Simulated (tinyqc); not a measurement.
Plane-wave Kohn-Sham cycle with exchange-only LDA in a layered model solid, step by step. Computed by tinyqc, a small Python program that keeps every step. Settings: points = 16, plane-wave index or count = 2, electrons = 2, k points = 1, area = 20.0, mixing = 0.3, iteration cap = 66. Command: `OMP_NUM_THREADS=1 python tinyqc.py 20107 20108 out.jsonl` (the two numbers bound the seeds that draw the settings). One thread of a shared host (Intel(R) Xeon(R) Processor @ 2.60GHz), about 0.01 s of CPU time with the checks. Later iterations appear only in the table of the cycle.

## Iteration 1: potential

A solid whose potential varies along x alone (atomic units):
```
parameter                      value
period a                    4.900000
cross-section of the cell  20.000000
electrons per cell                 2
grid points                       16
plane waves -n..n, n               2
k points                           1
V1 in V1 cos(2 pi x/a)     -0.640000
```

density at the start, on the grid x_j = j a/N (e/bohr^3): 0.020408  0.020408  0.020408  0.020408  0.020408  0.020408  0.020408  0.020408  0.020408  0.020408  0.020408  0.020408  0.020408  0.020408  0.020408  0.020408

V_H(G) = 4 pi rho(G)/G^2 for G != 0 (uniform background); v_x = -(3 rho/pi)^(1/3); V = V_ext + V_H + v_x; Fourier components f(G_m) = (1/N) sum_j f(x_j) exp(-i G_m x_j).

Potentials on the grid (hartree):
```
x         V_ext     V_H      v_x        V
0.0000  -0.6400  0.0000  -0.2691  -0.9091
0.3063  -0.5913  0.0000  -0.2691  -0.8604
0.6125  -0.4525  0.0000  -0.2691  -0.7217
0.9187  -0.2449  0.0000  -0.2691  -0.5140
1.2250        0  0.0000  -0.2691  -0.2691
1.5312   0.2449  0.0000  -0.2691  -0.0242
1.8375   0.4525  0.0000  -0.2691   0.1834
2.1437   0.5913  0.0000  -0.2691   0.3222
2.4500   0.6400  0.0000  -0.2691   0.3709
2.7563   0.5913  0.0000  -0.2691   0.3222
3.0625   0.4525  0.0000  -0.2691   0.1834
3.3687   0.2449  0.0000  -0.2691  -0.0242
3.6750        0  0.0000  -0.2691  -0.2691
3.9813  -0.2449  0.0000  -0.2691  -0.5140
4.2875  -0.4525  0.0000  -0.2691  -0.7217
4.5938  -0.5913  0.0000  -0.2691  -0.8604
```

V(G_m), m = 0, 1, 2, ... (hartree): -0.2691  -0.3200  0.0000  0.0000  0.0000

## Iteration 1: Hamiltonian at one k

k = 0.0000 2 pi / a

H(m,m') = (k + G_m)^2/2 delta + V(G_m - G_m'), with V(-G) = V(G).

H (hartree), lower triangle:
```
         -2       -1       +0       +1      +2
-2   3.0194
-1  -0.3200   0.5530
+0   0.0000  -0.3200  -0.2691
+1   0.0000   0.0000  -0.3200   0.5530
+2   0.0000   0.0000   0.0000  -0.3200  3.0194
```

## Iteration 1: levels at that k

Diagonalise the Hermitian matrix.

eigenvalues (hartree): -0.4743  0.5122  0.7164  3.0602  3.0612

## Iteration 1: new density

Motion across x is left out: the lowest 1 band(s) hold two electrons at each of the k points (j + 1/2)/nk - 1/2. Residual R = rho(out) - rho(in); rho(new) = rho(in) + 0.3 R. rho(out) = 2/(a A nk) sum |psi|^2 with psi = sum c exp(i G x). Harris energy E = band energy - dV sum rho (V_H/2 + v_x) + (3/4) dV sum rho v_x with rho(in), dV = a A/N, band energy = (2/nk) sum of the filled levels.

rho(out) (e/bohr^3): 0.048851  0.045131  0.035709  0.024498  0.014976  0.008595  0.005049  0.003409  0.002946  0.003409  0.005049  0.008595  0.014976  0.024498  0.035709  0.045131

density after iteration 1 (e/bohr^3): 0.028941  0.027825  0.024998  0.021635  0.018779  0.016864  0.015801  0.015308  0.015169  0.015308  0.015801  0.016864  0.018779  0.021635  0.024998  0.027825

energy per cell = -0.814073 hartree

## Iteration 2: potential

As before.

Potentials on the grid (hartree):
```
x         V_ext      V_H      v_x        V
0.0000  -0.6400   0.0545  -0.3023  -0.8879
0.3063  -0.5913   0.0495  -0.2984  -0.8401
0.6125  -0.4525   0.0361  -0.2879  -0.7044
0.9187  -0.2449   0.0172  -0.2744  -0.5021
1.2250        0  -0.0031  -0.2617  -0.2649
1.5312   0.2449  -0.0216  -0.2525  -0.0293
1.8375   0.4525  -0.0361  -0.2471   0.1694
2.1437   0.5913  -0.0451  -0.2445   0.3017
2.4500   0.6400  -0.0482  -0.2438   0.3480
2.7563   0.5913  -0.0451  -0.2445   0.3017
3.0625   0.4525  -0.0361  -0.2471   0.1694
3.3687   0.2449  -0.0216  -0.2525  -0.0293
3.6750        0  -0.0031  -0.2617  -0.2649
3.9813  -0.2449   0.0172  -0.2744  -0.5021
4.2875  -0.4525   0.0361  -0.2879  -0.7044
4.5938  -0.5913   0.0495  -0.2984  -0.8401
```

V(G_m), m = 0, 1, 2, ... (hartree): -0.2675  -0.3090  -0.0013  0.0000  0.0000

## Iteration 2: Hamiltonian at one k

k = 0.0000 2 pi / a

As before.

H (hartree), lower triangle:
```
         -2       -1       +0       +1      +2
-2   3.0210
-1  -0.3090   0.5547
+0  -0.0013  -0.3090  -0.2675
+1   0.0000  -0.0013  -0.3090   0.5547
+2   0.0000   0.0000  -0.0013  -0.3090  3.0210
```

## Iteration 2: levels at that k

As before.

eigenvalues (hartree): -0.4610  0.5178  0.7080  3.0591  3.0600

## Iteration 2: new density

As before.

rho(out) (e/bohr^3): 0.048240  0.044631  0.035473  0.024531  0.015175  0.008846  0.005290  0.003625  0.003151  0.003625  0.005290  0.008846  0.015175  0.024531  0.035473  0.044631

density after iteration 2 (e/bohr^3): 0.034731  0.032867  0.028141  0.022504  0.017697  0.014459  0.012647  0.011803  0.011564  0.011803  0.012647  0.014459  0.017697  0.022504  0.028141  0.032867

energy per cell = -0.794333 hartree

## Convergence

Stop when sqrt(dV sum R^2) is below 1e-8, dV = a A/N.

Course of the cycle:
```
iteration  E (hartree)  norm of the residual
1            -0.814073              1.61e-01
2            -0.794333              1.10e-01
3            -0.785128              7.47e-02
4            -0.781116              5.08e-02
5            -0.779424              3.46e-02
6            -0.778722              2.36e-02
7            -0.778434              1.61e-02
8            -0.778316              1.11e-02
9            -0.778268              7.58e-03
10           -0.778248              5.20e-03
11           -0.778239              3.57e-03
...                ...                   ...
36           -0.778233              3.48e-07
37           -0.778233              2.43e-07
38           -0.778233              1.69e-07
39           -0.778233              1.18e-07
40           -0.778233              8.21e-08
41           -0.778233              5.73e-08
42           -0.778233              4.00e-08
43           -0.778233              2.80e-08
44           -0.778233              1.96e-08
45           -0.778233              1.37e-08
46           -0.778233              9.58e-09
```

Converged in 46 iterations. Before convergence this energy mixes input and output and is not variational, so it may rise towards its limit.
